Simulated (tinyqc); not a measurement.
Current crowding under a contact, resistor ladder against the transmission-line model: one step of the calculation.

A metal contact of length d and width W on a thin layer of the same width. The metal has no resistance, the sheet resistance under it equals Rsh, and current enters the layer at the front edge x = 0.

Question. The transmission-line result. Transfer length Lt = sqrt(rc/Rsh); front resistance Rc = (Rsh Lt/W) coth(d/Lt); end resistance Re = (Rsh Lt/W)/sinh(d/Lt). v(x) = I (Rsh Lt/W) cosh((d - x)/Lt)/sinh(d/Lt) at the cell centres x = (i - 1/2) d/n.

Inputs (values chosen for the exercise): sheet resistance of the semiconductor layer Rsh = 1400 ohm/sq; specific contact resistivity rc = 9.6e-8 ohm cm^2; contact length d = 0.28 um; contact width W = 2 um; cells n = 8; current I = 1 mA.

Wanted: Lt; Rc; Re; v(x).

Answer.

Lt = 0.08281 um
Rc = 58.10 ohm
Re = 3.947 ohm

| cell | v(x) (mV) |
|---|---|
| 1 | 47.06 |
| 2 | 30.91 |
| 3 | 20.37 |
| 4 | 13.51 |
| 5 | 9.11 |
| 6 | 6.36 |
| 7 | 4.77 |
| 8 | 4.03 |

The ladder's Rc is 2.2 % above this value, with cells 0.42 Lt long.

tinyqc, about 0.01 s, one thread, Intel Xeon 2.30GHz (shared host): `OMP_NUM_THREADS=1 python tinyqc.py 2760083 2760084 out.jsonl`
